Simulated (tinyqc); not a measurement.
Rectangular fin or nanosheet with a gate all round, subbands and threshold shift from confinement: two steps of the calculation.

Undoped body with a flat potential across it, hard walls, transport along x. Three valley pairs (g = 2 each) with the longitudinal mass along x, y or z. Non-parabolicity enters the subband edges through E (1 + al E) = gamma, so E = 2 gamma/(1 + sqrt(1 + 4 al gamma)); motion within a subband is taken as parabolic with the band-edge mass. Energies are counted from the bulk band edge.

Inputs (values chosen for the exercise); masses close to those of silicon:
- T = 300 K (temperature)
- ml = 0.908 m0 (longitudinal mass)
- mt = 0.193 m0 (transverse mass)
- al = 0.5 1/eV (non-parabolicity)
- t = 3.5 nm (width (along y))
- dl = 0.3 nm (widening of the box by penetration into the insulator)
- H = 14 nm (height (along z))

Constants: q = 1.602176634e-19 C, kB = 1.380649e-23 J/K, hbar = 1.054571817e-34 J s, m0 = 9.1093837015e-31 kg, Vt = kB T/q, hbar^2/(2 m0) = 0.0380998212 eV nm^2. Results are converted to the units shown.

Problem 1. Lowest subbands. gamma = C pi^2 [a^2/(my (t + dl)^2) + b^2/(mz (H + dl)^2)], C = hbar^2/(2 m0). List the 7 lowest, labelled by valley axis and quantum numbers, with degeneracy g and N_k: N_k = g sqrt(2 mx m0 kB T/(pi hbar^2)).

Give: E_k; g; N_k.

Solution 1.

| subband | E_k (eV) | g | N_k (cm^-1) |
|---|---|---|---|
| y1,1 | 0.037504 | 2 | 4.0834e6 |
| y1,2 | 0.064698 | 2 | 4.0834e6 |
| y1,3 | 0.10854 | 2 | 4.0834e6 |
| y2,1 | 0.11736 | 2 | 4.0834e6 |
| z1,1 | 0.12867 | 2 | 4.0834e6 |
| z1,2 | 0.13404 | 2 | 4.0834e6 |
| x1,1 | 0.13530 | 2 | 8.8569e6 |

Problem 2. Threshold shift. Each subband has N_k = g sqrt(2 mx m0 kB T/(pi hbar^2)); without degeneracy n = exp(EF/Vt) sum N_k exp(-E_k/Vt). Classical value Nc times t H, Nc = sum over valleys of 2 g (m m0 kB T/(2 pi hbar^2))^1.5 with m = (mx my mz)^(1/3). Threshold shift dVT = Vt ln(classical value/sum N_k exp(-E_k/Vt)). Use the subbands listed.

| subband | E_k (eV) | N_k (cm^-1) |
|---|---|---|
| y1,1 | 0.037503915 | 4.0833755e6 |
| y1,2 | 0.064697732 | 4.0833755e6 |
| y1,3 | 0.10853931 | 4.0833755e6 |
| y2,1 | 0.11735876 | 4.0833755e6 |
| z1,1 | 0.12867353 | 4.0833755e6 |
| z1,2 | 0.13404367 | 4.0833755e6 |
| x1,1 | 0.13530137 | 8.8569376e6 |

Give: shares; sum N_k exp(-E_k/Vt); Nc; classical value; dVT.

Solution 2.

| subband | shares (%) |
|---|---|
| y1,1 | 64.039 |
| y1,2 | 22.367 |
| y1,3 | 4.103 |
| y2,1 | 2.917 |
| z1,1 | 1.883 |
| z1,2 | 1.530 |
| x1,1 | 3.161 |

sum N_k exp(-E_k/Vt) = 1.4946e6 cm^-1
Nc = 2.7690e19 cm^-3
classical value = 1.3568e7 cm^-1
dVT = 57.025 mV

tinyqc, about 0.3 s, one thread, Intel Xeon 2.30GHz (shared host): `OMP_NUM_THREADS=1 python tinyqc.py 2350158 2350159 out.jsonl`
